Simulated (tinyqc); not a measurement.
Worked calculation: CCSD on RHF in the 6-311g basis, for H2, spin multiplicity 1. One step of it, computed by the program tinyqc.

Question. Iteration 6 (converged): orbitals. Diagonalise F' = X^T F X, C = X C', fill 1 alpha and 1 beta electrons from the bottom; D = 2 C_occ C_occ^T. Each column has its largest component positive (the first on a tie).

converged F (hartree), order 1H 1s, 1H 2s, 1H 3s, 2H 1s, 2H 2s, 2H 3s:
$$\begin{pmatrix}
0.581788 & -0.448870 & -0.470255 & -0.517283 & -0.517327 & -0.445684 \\
-0.448870 & -0.370410 & -0.388424 & -0.517327 & -0.487695 & -0.407885 \\
-0.470255 & -0.388424 & -0.257194 & -0.445684 & -0.407885 & -0.274923 \\
-0.517283 & -0.517327 & -0.445684 & 0.581788 & -0.448870 & -0.470255 \\
-0.517327 & -0.487695 & -0.407885 & -0.448870 & -0.370410 & -0.388424 \\
-0.445684 & -0.407885 & -0.274923 & -0.470255 & -0.388424 & -0.257194
\end{pmatrix}$$

X, order 1H 1s, 1H 2s, 1H 3s, 2H 1s, 2H 2s, 2H 3s:
$$\begin{pmatrix}
1.375630 & -0.750350 & 0.217339 & -0.016201 & -0.002033 & -0.036281 \\
-0.750350 & 2.394821 & -1.156393 & -0.002033 & -0.650124 & 0.401990 \\
0.217339 & -1.156393 & 2.805277 & -0.036281 & 0.401990 & -1.644339 \\
-0.016201 & -0.002033 & -0.036281 & 1.375630 & -0.750350 & 0.217339 \\
-0.002033 & -0.650124 & 0.401990 & -0.750350 & 2.394821 & -1.156393 \\
-0.036281 & 0.401990 & -1.644339 & 0.217339 & -1.156393 & 2.805277
\end{pmatrix}$$

Give: F' = X^T F X; orbital energies; coefficients C; D after iteration 6.

Answer.

F' = X^T F X (hartree):
$$\begin{pmatrix}
1.6936 & -1.1698 & 0.0126 & -0.3350 & -0.1750 & -0.1444 \\
-1.1698 & 0.9533 & -0.3804 & -0.1750 & -0.2386 & -0.0275 \\
0.0126 & -0.3804 & 0.1987 & -0.1444 & -0.0275 & -0.1284 \\
-0.3350 & -0.1750 & -0.1444 & 1.6936 & -1.1698 & 0.0126 \\
-0.1750 & -0.2386 & -0.0275 & -1.1698 & 0.9533 & -0.3804 \\
-0.1444 & -0.0275 & -0.1284 & 0.0126 & -0.3804 & 0.1987
\end{pmatrix}$$

orbital energies (hartree): MO1 -0.5926, MO2 0.1671, MO3 0.3070, MO4 0.6465, MO5 2.4291, MO6 2.7340

coefficients C, order 1H 1s, 1H 2s, 1H 3s, 2H 1s, 2H 2s, 2H 3s:
$$\begin{pmatrix}
0.1903 & 0.0817 & -0.0492 & -0.0896 & -1.0885 & -1.1252 \\
0.2965 & -0.0322 & -0.7168 & -1.7153 & 1.2198 & 1.7852 \\
0.1284 & 2.2306 & 0.8496 & 2.1814 & -0.4863 & -1.1882 \\
0.1903 & -0.0817 & -0.0492 & 0.0896 & -1.0885 & 1.1252 \\
0.2965 & 0.0322 & -0.7168 & 1.7153 & 1.2198 & -1.7852 \\
0.1284 & -2.2306 & 0.8496 & -2.1814 & -0.4863 & 1.1882
\end{pmatrix}$$

D after iteration 6, order 1H 1s, 1H 2s, 1H 3s, 2H 1s, 2H 2s, 2H 3s:
$$\begin{pmatrix}
0.0724 & 0.1128 & 0.0489 & 0.0724 & 0.1128 & 0.0489 \\
0.1128 & 0.1759 & 0.0761 & 0.1128 & 0.1759 & 0.0761 \\
0.0489 & 0.0761 & 0.0330 & 0.0489 & 0.0761 & 0.0330 \\
0.0724 & 0.1128 & 0.0489 & 0.0724 & 0.1128 & 0.0489 \\
0.1128 & 0.1759 & 0.0761 & 0.1128 & 0.1759 & 0.0761 \\
0.0489 & 0.0761 & 0.0330 & 0.0489 & 0.0761 & 0.0330
\end{pmatrix}$$
